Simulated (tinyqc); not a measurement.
What moves the results: temperature and isotope dependence of a band gap in oscillator models. A value that a table varies takes the place of the one given here.

E(T) = E0 - sum_i sl_i th_i n_i(T), n = 1/(exp(th/T) - 1). The same coupling lowers the gap at 0 K by the zero-point term ZP = sum_i sl_i th_i/2, so the gap of the static lattice is E0 + ZP. Thermal expansion is taken as part of the slopes.

Two-parameter forms are made to pass through the falls at the two temperatures T12: Varshni aV T^2/(T + bV), from the line T^2/fall = (T + bV)/aV; one oscillator s1 t1/(exp(t1/T) - 1), with t1 from the ratio of the falls.

Constants: kB = 8.617333262e-05 eV/K; hbar^2/2m0 = 3.80998211 eV angstrom^2.

Inputs chosen for the exercise (near those of GaP; the results hold for these values, not for the real material): E0 = 2.332 eV (gap at 0 K); th = (172, 414) K (temperatures of two oscillators); sl = (0.0828, 0.3772) meV/K (their high-temperature slopes); T12 = (190, 380) K (temperatures of the fits); mm = 0.89 m0 (geometric mean of the density-of-states masses); T = 300 K (temperature).

## How far the fits carry

Falls of the gap from E0, and errors of the two fits against the model.

Results:
```
T (K)  fall (meV)  Varshni - model (meV)  one oscillator - model (meV)  fall/ZP
20           0.00                   0.37                          0.00    0.000
50           0.51                   1.77                         -0.37    0.006
100          5.63                   3.14                         -0.75    0.066
200         33.00                  -0.44                          0.06    0.387
300         70.89                  -2.56                          0.23    0.832
400        112.54                   1.28                         -0.09    1.321
600        200.05                  27.41                         -1.38    2.348
800        289.76                  73.92                         -3.03    3.401
```

Below the first fit point the largest errors are +3.14 meV (Varshni, 100 K, on a fall of 5.63 meV) and -0.75 meV (one oscillator, 100 K); a T^2 law cannot freeze out; a single oscillator misses the soft modes. At 800 K, beyond the second fit point, they are +73.9 and -3.0 meV, so the oscillator extrapolates better here. The thermal fall equals ZP between 300 and 400 K.

## What the shift does to the intrinsic density

ni = 2 (mm kT/(4 pi c))^(3/2) exp(-E/2kT), c = hbar^2/2m0, with E(T) and with E0; 1 angstrom^-3 = 1e24 cm^-3. Apparent gap from an Arrhenius plot of ni/T^(3/2): E(T) - T dE/dT, dE/dT = -sum sl_i (th_i/T)^2 n_i (1 + n_i).

Results:
```
T (K)  E(T) (eV)  ni (cm^-3)  ni with E(T) / ni with E0  apparent gap (eV)
200       2.2990    1.24e-10                      2.605             2.3680
250       2.2808    0.000164                      3.284             2.3761
300       2.2611        2.14                      3.939             2.3821
350       2.2406    1.96e+03                      4.552             2.3866
400       2.2195    3.38e+05                      5.117             2.3902
500       2.1761    4.89e+08                      6.102             2.3953
700       2.0873    2.30e+12                      7.604             2.4014
```

Using E0 in place of E(T) understates ni by a factor that rises from 2.60 to 7.60, towards exp(sum sl/2kB) = 14.4. The slope of an Arrhenius plot returns neither E(T) nor E0 but the intercept of the tangent, 2.3821 eV at 300 K, which lies 50 meV above E0 and tends to the static gap 2.4172 eV.

## What each parameter does

Gap at T, slope -sum sl_i (th_i/T)^2 n_i (1 + n_i) and ZP. Each row changes one parameter from the base and keeps the others.

Results:
```
case                         E(T) (eV)  dE/dT (meV/K)  ZP (meV)
base                            2.2611        -0.4032     85.20
T = 340 K                       2.2447        -0.4149     85.20
E0 = 2.342 eV                   2.2711        -0.4032     85.20
th = (172, 496) K               2.2693        -0.3824    100.67
sl = (0.1076, 0.3772) meV/K     2.2556        -0.4273     87.33
```

The largest shifts from the base row, up to three for each result and ties (the steps differ in size, so this ranks the rows, not the parameters). E(T) (eV): T -0.0164, E0 +0.0100, th +0.0082. dE/dT (meV/K): sl -0.0241, th +0.0208, T -0.0117; unchanged at the printed digits by E0. ZP (meV): th +15.47, sl +2.13; unchanged at the printed digits by T and E0.

tinyqc: `OMP_NUM_THREADS=1 python tinyqc.py 1880737 1880738 out.jsonl`; about 0.01 s, one thread, shared Intel(R) Xeon(R) Processor @ 2.30GHz.
